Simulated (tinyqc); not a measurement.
Undoped symmetric double-gate MOSFET, analytic potential model: one step of the calculation.

An undoped body of thickness ts between two equal insulators and tied gates; long channel, electrons only, n = ni exp((psi - V)/Vt) with V the quasi-Fermi potential (0 at the source, Vd at the drain), constant mobility, no quantisation. Across the body psi(x) = V - 2 Vt ln[(ts/(2 beta)) sqrt(q ni/(2 eps0 eps_r Vt)) cos(2 beta x/ts)], x from the centre. Q is the electron charge per area of the whole body.

Problem. Constants of the body. ni = sqrt(Nc Nv) exp(-Eg/(2 Vt)), Eg in volts; r = eps_r tox/(eox ts); V0 = dphi + 2 Vt ln[(2/ts) sqrt(2 eps0 eps_r Vt/(q ni))].

Values chosen for this exercise; material values close to those of silicon:
```
symbol,value,unit,meaning
T,400,K,temperature
Eg,1.11,eV,band gap
eps_r,11.6,,relative permittivity of the semiconductor
Nc,4.33e19,cm^-3,conduction-band density of states at T
Nv,4.02e19,cm^-3,valence-band density of states at T
eox,24.3,,relative permittivity of the gate insulator
tox,13,nm,insulator thickness
ts,8,nm,body thickness
dphi,-0.06,V,gate work function less that of the intrinsic body
```

Constants: q = 1.602176634e-19 C, kB = 1.380649e-23 J/K, Vt = kB T/q, eps0 = 8.8541878128e-14 F/cm where lengths are in cm. Results are converted to the units shown.

Wanted: ni; r; V0.

Solution.

ni = 4.2429e12 cm^-3
r = 0.77572
V0 = 0.40142 V

tinyqc, about 0.01 s, one thread, Intel Xeon 2.30GHz (shared host): `OMP_NUM_THREADS=1 python tinyqc.py 2440043 2440044 out.jsonl`
